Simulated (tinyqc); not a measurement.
# Crystallisation kinetics and data retention of a phase-change cell: retention against temperature

Johnson-Mehl-Avrami-Kolmogorov law X = 1 - exp(-y^n), y = integral of k dt, k = (1/100 s) exp[-(Ec q/kB)(1/T - 1/T1)].

At fixed T the state fails at t = (-ln(1 - Xf))^(1/n)/k; ten years are 3.15576e8 s.

Parameters, values chosen for the exercise; values of the order of Ge-Sb-Te and related chalcogenides: activation energy of crystallisation Ec = 1.91 eV; temperature at which the rate k is 1/(100 s) T1 = 411 K; Avrami exponent n = 2.5; crystalline share at which the state is lost Xf = 0.4.

Constants: q = 1.602176634e-19 C, kB = 1.380649e-23 J/K. Results are converted to the units shown.

Retention against temperature:
```
T (K)	k (1/s)	time to fail (s)
295	6.1722e-12	1.2384e11
312	3.7015e-10	2.0650e9
329	1.4541e-8	5.2569e7
346	3.9822e-7	1.9195e6
363	7.9988e-6	95562
380	1.2284e-4	6222.4
397	0.0014931	511.96
414	0.014781	51.712
431	0.12213	6.2588
```

What does the table show?

The time to fail falls from 1.24e11 to 6.26 s, a decade every 9.56 K at the cold end; ten years need T below 320.5 K.

Range of the model: One Arrhenius rate is assumed; incubation, growth from the boundary and the non-Arrhenius kinetics of the supercooled liquid are left out.

Program tinyqc, `OMP_NUM_THREADS=1 python tinyqc.py 2490114 2490115 out.jsonl`; Intel Xeon 2.30GHz, shared host, one thread, about 0.02 s.
